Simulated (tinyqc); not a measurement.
Thin-film optics by transfer matrices: sweeps and comparisons. A value that a table varies takes the place of the one given here.

Indices N = n + i k. Snell: N0 sin(theta) = N_j sin(theta_j), with Im(N_j cos theta_j) >= 0. Admittance y_j = N_j cos theta_j for s and N_j/cos theta_j for p. Phase delta_j = 2 pi N_j cos theta_j d_j/lambda. Layer matrix [[cos delta, -i sin delta/y], [-i y sin delta, cos delta]], multiplied from the top down to M. (B, C) = M (1, y_sub); r = (y0 B - C)/(y0 B + C), R = |r|^2, T = 4 Re y0 Re y_sub/|y0 B + C|^2, absorbed in the films 1 - R - T.

Ellipsometry: rho = tan(Psi) exp(i Delta) = -conj(r_p/r_s) with the r of the admittance formula, Delta in 0 to 360 degrees, so that a bare dielectric at small angles gives Delta = 180.

Parameters, chosen for this exercise (indices near those of Si3N4 on Si; not measured data): lam = 633 nm (vacuum wavelength); n0 = 1 (ambient index); n = (2.04, 3.807) (n of Si3N4, substrate); k = (0, 0.019) (k in the same order); d = (41.3) nm (thicknesses, top first); theta = 30 degrees (angle of incidence); pol = p (polarisation).

## Swing curve: thickness of the top film

The first entry of d takes the values listed.

Stack:
```
d_1 (nm),R,T,absorbed
41.3,0.1607,0.8393,0.0000
68.0,0.0210,0.9790,0.0000
94.6,0.0322,0.9678,0.0000
121.3,0.1770,0.8230,0.0000
148.0,0.2780,0.7220,0.0000
174.7,0.2717,0.7283,0.0000
201.3,0.1608,0.8392,0.0000
228.0,0.0211,0.9789,0.0000
254.7,0.0325,0.9675,0.0000
281.3,0.1769,0.8231,0.0000
308.0,0.2780,0.7220,0.0000
334.7,0.2717,0.7283,0.0000
361.4,0.1604,0.8396,0.0000
```

R swings between 0.0210 and 0.2780 on these points. The period is lambda/(2 Re(N_1 cos theta_1)) = 160.0 nm, six rows. The film does not absorb, so the swing repeats exactly. The swing ratio (max - min)/mean is 1.64.

## Angle of incidence

Both polarisations.

Stack:
```
theta (degrees),R_s,R_p,Psi,Delta
0,0.1881,0.1881,45.00,180.00
15,0.1993,0.1816,43.67,177.89
30,0.2360,0.1607,39.53,171.04
45,0.3085,0.1228,32.25,156.92
55,0.3858,0.0910,25.91,139.02
60,0.4362,0.0772,22.82,124.79
65,0.4962,0.0700,20.59,105.06
70,0.5673,0.0783,20.38,80.15
75,0.6513,0.1192,23.16,54.57
80,0.7501,0.2267,28.80,32.90
85,0.8656,0.4711,36.42,15.36
```

R_s and R_p agree at normal incidence (0.1881). R_p is lowest at 65 degrees of those listed (0.0700), where R_s = 0.4962; the top face alone would stop reflecting p light at arctan(n/n0) = 63.9 degrees, while the layers and the substrate below set where the minimum falls. R_s rises steadily with the angle.

## Sensitivity of the reflectance

R for both polarisations. Each row changes one parameter from the base and keeps the others.

Results:
```
case,R_s,R_p,T_s
base,0.2360,0.1607,0.7640
d = (46.3) nm,0.1981,0.1320,0.8019
"n = (2.081, 3.807)",0.2309,0.1558,0.7691
"k = (0, 0.031)",0.2352,0.1600,0.7648
lam = 638 nm,0.2384,0.1625,0.7616
theta = 35 degrees,0.2555,0.1500,0.7445
```

The largest shifts from the base row, up to three for each result and ties (the steps differ in size, so this ranks the rows, not the parameters). R_s: d -0.0379, theta +0.0194, n -0.0052. R_p: d -0.0287, theta -0.0107, n -0.0049. T_s: d +0.0379, theta -0.0194, n +0.0052.

tinyqc: `OMP_NUM_THREADS=1 python tinyqc.py 1652260 1652261 out.jsonl`; about 0.02 s, one thread, shared Intel(R) Xeon(R) Processor @ 2.30GHz.
